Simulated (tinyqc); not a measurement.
Virtual-crystal alloy A(1-x)B(x) in sp3s* tight binding: one step. Levels at L. The numbers come from values chosen for the exercise (A near a published set for Si, B for Ge; such sets place X and L only to about 0.5 eV).

H (eV), lower triangle (Hermitian):
```
                      sa                   xa                   ya                   za                  s*a
sa             -5.240800
xa                     0             1.650800
ya                     0                    0             1.650800
za                     0                    0                    0             1.650800
s*a                    0                    0                    0                    0             6.500480
sc   -2.585194-2.585194i   1.965682+1.965682i   1.965682+1.965682i   1.965682+1.965682i                    0
xc   -1.965682-1.965682i   0.582197+0.582197i  -1.695420-1.695420i  -1.695420-1.695420i  -1.867451-1.867451i
yc   -1.965682-1.965682i  -1.695420-1.695420i   0.582197+0.582197i  -1.695420-1.695420i  -1.867451-1.867451i
zc   -1.965682-1.965682i  -1.695420-1.695420i  -1.695420-1.695420i   0.582197+0.582197i  -1.867451-1.867451i
s*c                    0   1.867451+1.867451i   1.867451+1.867451i   1.867451+1.867451i                    0

            sc        xc        yc        zc       s*c
sc   -5.240800
xc           0  1.650800
yc           0         0  1.650800
zc           0         0         0  1.650800
s*c          0         0         0         0  6.500480
```

p roots (eV): 0.004099  3.297501

Question. Diagonalise H; four bands are filled. The top of the valence band is the lower p root at Gamma.

Give: levels; gap from the valence top to L.

Answer.

levels (eV): -10.4583  -7.6340  -1.5702  -1.5702  1.3872  2.4704  4.8718  4.8718  8.8413  11.2144

gap from the valence top to L = 1.3831 eV

Run: tinyqc, `OMP_NUM_THREADS=1 python tinyqc.py 1482737 1482738 out.jsonl`; Intel(R) Xeon(R) Processor @ 2.30GHz, one thread, shared host; about 0.1 s of CPU time with all checks.
